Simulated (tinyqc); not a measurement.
From results back to parameters: donor level screened by free carriers (Yukawa potential). Three cases, with inputs chosen for the exercise.

Problem. With Debye screening alone, ks^2 = 4 pi q n/(eps kB T), 1e18/cm^3 = 1e-6/angstrom^3. The converged binding was computed from a hidden density.

Potential -(q/(eps r)) exp(-ks r), q = e^2/(4 pi eps0). In units Ry* = Ry m/eps^2 and a* = a0 eps/m the problem is [-Laplacian - 2 exp(-x r)/r] psi = E psi with x = ks a*.

Converged values use 18 functions exp(-z r), z = 1.55^i, i = -11 to 6: S = 2/A^3, H = z_i z_j S - 2/(A + x)^2, A = z_i + z_j.

Constants: e^2/(4 pi eps0) = 14.39964547 eV angstrom; kB = 8.617333262e-05 eV/K.

Case 1.

Values chosen (out of a larger set: near those of a donor in InP, with one mean mass; not measured data): eps = 12.6 (dielectric constant); T = 300 K (temperature).

Ry* = 6.770 meV
a* = 84.40 angstrom
binding = 5.1471 meV

Case 2.

Values chosen (out of a larger set: near those of a donor in Si, with one mean mass; not measured data): eps = 11.5 (dielectric constant); T = 77 K (temperature).

Ry* = 31.995 meV
a* = 19.57 angstrom
binding = 5.1264 meV

Case 3.

Values chosen (out of a larger set: near those of a donor in GaN, with one mean mass; not measured data): eps = 9.2 (dielectric constant); T = 300 K (temperature).

Ry* = 32.150 meV
a* = 24.34 angstrom
binding = 7.6915 meV

Find: x; n.

Solution. The binding in Ry* falls steadily with x, so bisection gives x; then n = (x/a*)^2 eps kB T/(4 pi q).

Case 1.

x = 0.132
n = 0.0044 x 1e18/cm^3

Case 2.

x = 0.674
n = 0.50 x 1e18/cm^3

Case 3.

x = 0.566
n = 0.71 x 1e18/cm^3

Computed by tinyqc, one run a case: `OMP_NUM_THREADS=1 python tinyqc.py N N+1 out.jsonl` with N = 1282212, 1282247, 1282301; one thread of a shared Intel(R) Xeon(R) Processor @ 2.30GHz, about 0.02 s a run at most.
